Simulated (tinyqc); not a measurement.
From one set of inputs to another, one input at a time: ballistic transport through the one-dimensional subbands of a rectangular nanowire or nanosheet channel. Computed by tinyqc, a small Python program. Command: `OMP_NUM_THREADS=1 python tinyqc.py 3006792 3006793 out.jsonl wire ladder`. One thread of a shared host (Intel(R) Xeon(R) Processor @ 2.30GHz), about 0.07 s of CPU time with the checks.

Hard walls, parabolic subbands, transport along x. Energies are counted from the bulk conduction band edge at the top of the barrier, which the gate pulls down by U; the source Fermi level lies at the bulk edge when U = 0.

The inputs printed are set A. Inputs not listed in the table keep their values of set A, so the rows need not describe a real material.

Inputs (values chosen for the exercise, modelled on silicon):
```
quantity                                   value  unit
light mass m_t                               0.2   m_0
heavy mass m_l                             0.908   m_0
height a                                     3.2    nm
width b                                      5.7    nm
equivalent oxide thickness t                   2    nm
gate voltage above flat band V_G            0.68     V
drain voltage V_D                           0.01     V
temperature T                                 77     K
mean free path for back-scattering lambda    110    nm
channel length L                             110    nm
```

Valleys: silicon [100] wire.

Constants: hbar^2/(2 m_0) = 3.80998212 eV angstrom^2; k_B = 8.617333262e-05 eV/K; m_0 = 9.1093837015e-31 kg; k_B = 1.380649e-23 J/K; hbar = 1.054571817e-34 J s; eps_0 = 8.8541878128e-12 F/m; e = 1.602176634e-19 C; h = 6.62607015e-34 J s.

Method:
- E_pq = (hbar^2 pi^2/2)(p^2/(m_y b^2) + q^2/(m_z a^2)); valley pairs: (m_x, m_y, m_z) = (m_t, m_t, m_l), (m_t, m_l, m_t), (m_l, m_t, m_t), each with degeneracy g = 2; the 10 lowest subbands are kept.
- F_j(eta) = (1/Gamma(j + 1)) int_0^infinity x^j/(1 + exp(x - eta)) dx, F_0 = ln(1 + exp(eta)). Integrals over x = E/(k_B T) use 160 Gauss-Legendre points in u = sqrt(x) from 0 to sqrt(max(eta, 0) + 32).
- With degeneracy g = 2, eta_i = (U - E_i)/(k_B T) and u = e V_D/(k_B T): line density n = sum_i g sqrt(2 m_x k_B T/pi)/(2 hbar) [F_-1/2(eta_i) + F_-1/2(eta_i - u)]; gate: e n = C_ox (V_G - U/e), C_ox = 3.9 eps_0 2 (a + b)/t (flat-plate estimate); I = (2 e k_B T/h) sum_i g [F_0(eta_i) - F_0(eta_i - u)].
- Linear conductance G = (2 e^2/h) sum_i g f(eta_i), g = 2, f = 1/(1 + exp(-eta_i)), with the barrier frozen at the eta_i above; current per perimeter I/(2(a + b)); with scattering, transmission lambda/(lambda + L) and low-bias resistance (1 + L/lambda)/G.

Each row keeps all changes above it; columns: (1) input moved; (2) from; (3) to; (4) line density n (1/nm); (5) ballistic conductance (microsiemens); (6) current per perimeter (microampere/micrometre):
```
(1)                                              (2)   (3)     (4)     (5)     (6)
set A                                              -     -  0.9339  217.29   108.3
mean free path for back-scattering lambda (nm)   110   140  0.9339  217.29   108.3
light mass m_t (m_0)                             0.2  0.18  0.9047  199.12   100.9
channel length L (nm)                            110   180  0.9047  199.12   100.9
drain voltage V_D (V)                           0.01  0.41  0.8474  450.69  1470.3
gate voltage above flat band V_G (V)            0.68   0.9  1.2274  605.09  2108.0
temperature T (K)                                 77   150  1.2331  583.12  2096.4
width b (nm)                                     5.7   3.8  0.9064  396.87  2097.4
```

Which inputs carry the difference?

Line density n goes from 0.934 to 0.906, a factor 0.9705 in all. The largest single move comes from gate voltage above flat band V_G (a factor 1.45), but it runs against the net change; the largest move in the direction of the net change is width b (a factor 0.735). Ballistic conductance goes from 217 to 397, a factor 1.83 in all. The largest single move comes from drain voltage V_D (a factor 2.26), and width b works against it (a factor 0.681). Current per perimeter goes from 108 to 2100, a factor 19.4 in all. The largest single move comes from drain voltage V_D (a factor 14.6). The single moves hold for this order of the switches; the total does not depend on the order.

Extremes, crossings and ranges named in words are read from the listed rows.
